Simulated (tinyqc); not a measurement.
Schottky barrier with interface states (Cowley-Sze model), image lowering and contact resistance: one step, computed by the program tinyqc.

An n-type semiconductor under a metal. The barrier lies between the Schottky-Mott limit phi_M - chi and the Bardeen limit E_g - E_n, E_n being the neutrality level of the interface states; the space-charge term of the full Cowley-Sze expression is left out.

Task: Thermionic current. A* = 4 pi e m_e M_c k_B^2/h^3 (a simple valley count); J_s = A* T^2 exp(-phi/k_B T). J_0 uses phi_B; the reverse current uses phi_B less the image lowering, times 1 - exp(-V_r/k_B T).

Inputs (values chosen for the exercise, for a model semiconductor): electron mass m_e = 0.204 m_0; valleys M_c = 1; temperature T = 200 K; reverse bias V_r = 1.3 V.

Pinning factor from: Moench relation.

barrier phi_B = 1.074329 eV

image lowering = 0.05349377 eV

Constants: e = 1.602176634e-19 C; m_0 = 9.1093837015e-31 kg; k_B = 1.380649e-23 J/K; h = 6.62607015e-34 J s; k_B = 8.617333262e-05 eV/K.

Give: Richardson constant A*; J_0; thermionic reverse current.

Result:

Richardson constant A* = 24.52 A cm^-2 K^-2

J_0 = 8.310e-22 A/cm^2

thermionic reverse current = 1.852e-20 A/cm^2

Image lowering raises the reverse current by a factor 22.3. Caution: so small an emission current is nominal: generation, tunnelling and edge leakage set the real one.
